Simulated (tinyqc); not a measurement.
Heisenberg magnet: exchange from energy differences, ordering vector, linear spin waves and ordering temperature. Convergence with the mesh. Computed by tinyqc, a small Python program. Command: `OMP_NUM_THREADS=1 python tinyqc.py 3007554 3007555 out.jsonl magnon sweep`. One thread of a shared host (Intel(R) Xeon(R) Processor @ 2.30GHz), about 0.4 s of CPU time with the checks.

H = -sum over pairs <ij> J_ij S_i.S_j - K sum_i (S_i^z)^2, each pair once, J > 0 ferromagnetic. First neighbours: 12 at a (0.5, 0.5, 0), second: 6 at a (1, 0, 0), with all permutations and signs.

Inputs (values chosen for the exercise, for a model magnet):
```
quantity,value,unit
exchange J1,38.8,meV
exchange J2,-1.7,meV
spin S,0.5,-
single-ion anisotropy K,3.8,meV
temperature T,410,K
```

Lattice: fcc. Order: ferromagnetic.

Constants: k_B = 8.617333262e-05 eV/K.

Method:
- J(q) = J1 g1(q) + J2 g2(q), g_s(q) = sum over shell s of cos(q.R).
- g_s(q) = sum over shell s of cos(q.R), z1 = g1(0). E(q) = S [J(0) - J(q)] + (2S - 1) K, J(q) = J1 g1 + J2 g2. The factor 2S - 1 removes the anisotropy for S = 1/2.
- Mesh: q = sum_i (m_i + 1/2)/n b_i, m_i = 0..n-1, b = [[-1, 1, 1], [1, -1, 1], [1, 1, -1]] in 2 pi/a; <..> is the mean over the mesh.
- n = 1/(exp(E/(k_B T)) - 1); no zero-point loss; thermal loss <n>; moment = S less the losses.
- K left out. Mean field: k_B T = S (S + 1) J(Q)/3 at the ordering vector Q; random-phase (Tyablikov): k_B T = [S (S + 1)/3] / <1/(J(Q) - J(q))>; Curie-Weiss theta = S (S + 1) J(0)/(3 k_B).

One run for each value:
```
mesh divisions n,random-phase ordering temperature (K),thermal loss,zero-point loss
4,1056.3,0.027082,0
6,1027.7,0.032483,0
8,1013.8,0.035214,0
12,1000.3,0.037960,0
16,993.6,0.039336,0
24,987.0,0.040714,0
```

What does the table show, and why?

Over the rows, random-phase ordering temperature (K) falls from 1060 to 987 (exponent d ln y / d ln x -0.068 between the first rows and -0.016 between the last); thermal loss rises from 0.0271 to 0.0407 (exponent d ln y / d ln x 0.45 between the first rows and 0.085 between the last); zero-point loss does not change. The sum over 1/(J(Q) - J(q)) has an integrable 1/q^2 peak, so its error falls as 1/n; extrapolating the last two rows in 1/n gives 974.1 K.

Caution (all rows): doubling the mesh changes the thermal sum by more than 3 %, so it is not fully converged.

Extremes, crossings and ranges named in words are read from the listed rows.
